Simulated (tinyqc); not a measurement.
# Six-transistor SRAM cell, nodal equations and margins: two studies

Two cross-coupled inverters (pull-down bn, pull-up bp) hold the nodes Q and QB; access transistors (ba, threshold VTn, gate on the word line at Vdd when selected) join them to the bit lines. Transistor (EKV form, voltages against the body): I = 2 n b Vt^2 [F(vp - Vs) - F(vp - Vd)] from drain to source, F(v) = ln^2(1 + exp(v/(2 Vt))), vp = (Vg - VT + sg |Vd - Vs|)/n. n-channel bodies are at 0; for the p-channel device all voltages are counted down from Vdd. b in uA/V^2 gives I in uA. For an access transistor the bit line is the drain and the node the source. In a read both bit lines are at Vdd. The cell is symmetric (no mismatch).

Parameters, values chosen for the exercise: temperature T = 400 K; supply voltage Vdd = 0.8 V; slope factor n = 1.28; drain-induced barrier lowering sg = 0.056; n-channel threshold VTn = 0.43 V; p-channel threshold (magnitude) VTp = 0.28 V; gain factor of the pull-down transistor bn = 530 uA/V^2; gain factor of the access transistor ba = 350 uA/V^2; gain factor of the pull-up transistor bp = 290 uA/V^2.

Constants: q = 1.602176634e-19 C, kB = 1.380649e-23 J/K, Vt = kB T/q. Results are converted to the units shown.

Each table varies one quantity; the others keep the values above.

## Effect of the gain factor of the pull-up transistor

f(x) is the node voltage of one half-cell for input x: In = Ip in hold, In = Ip + Ia in a read. Static noise margin: side of the largest square between the curve (x, f(x)) and its mirror image (f(y), y); with h(c) the root x of f(x) - x = c, it is the maximum over c > 0 of h(c) - h(-c) + c. Q is the low node in a read and Iread the current of its access transistor. The write trip is the voltage to which the bit line of the high node must fall (the other staying at Vdd) for that state to vanish; higher is easier, and a negative value means that a grounded bit line does not write.

Effect of the gain factor of the pull-up transistor:
```
bp (uA/V^2)	hold margin (mV)	read margin (mV)	Q in a read (mV)	Iread (uA)	write trip (mV)
88	314.1	187.6	78.96	13.30	178.6
130	312.2	196.0	78.96	13.30	146.6
180	309.1	202.6	78.96	13.30	116.1
260	304.1	209.6	78.96	13.30	76.38
370	297.8	215.5	78.97	13.30	31.84
530	290.2	220.4	78.97	13.30	-21.44
```

What does the comparison show?

As bp goes from 88 to 530 uA/V^2, the read margin rises from 188 to 220 mV, the write trip falls from 179 to -21.4 mV and Iread stays near 13.3 uA. The read margin is 0.60 of the hold margin in the first row and 0.76 in the last. Read stability and write ability pull in opposite directions. At bp = 530 uA/V^2 the write trip is negative: the cell cannot be written without assist.

## Effect of the gain factor of the access transistor

Same model as above.

The same in every row: hold margin (mV) = 302.3.

Effect of the gain factor of the access transistor:
```
ba (uA/V^2)	read margin (mV)	Q in a read (mV)	Iread (uA)	write trip (mV)
130	245.0	37.46	6.808	-150.3
180	234.5	48.72	8.681	-66.79
260	221.9	64.27	11.13	11.09
360	210.5	80.45	13.51	67.84
500	198.8	98.80	16.01	115.7
690	187.3	118.3	18.42	155.3
```

What does the comparison show?

As ba goes from 130 to 690 uA/V^2, the read margin falls from 245 to 187 mV, the write trip rises from -150 to 155 mV and Iread rises from 6.81 to 18.4 uA. The read margin is 0.81 of the hold margin in the first row and 0.62 in the last. Read stability and write ability pull in opposite directions. For ba = 130 to 180 uA/V^2 the write trip is negative: the cell cannot be written without assist.

Numbers from tinyqc (`OMP_NUM_THREADS=1 python tinyqc.py 2340036 2340037 out.jsonl`; about 0.1 s on one thread of a shared Intel Xeon 2.30GHz).
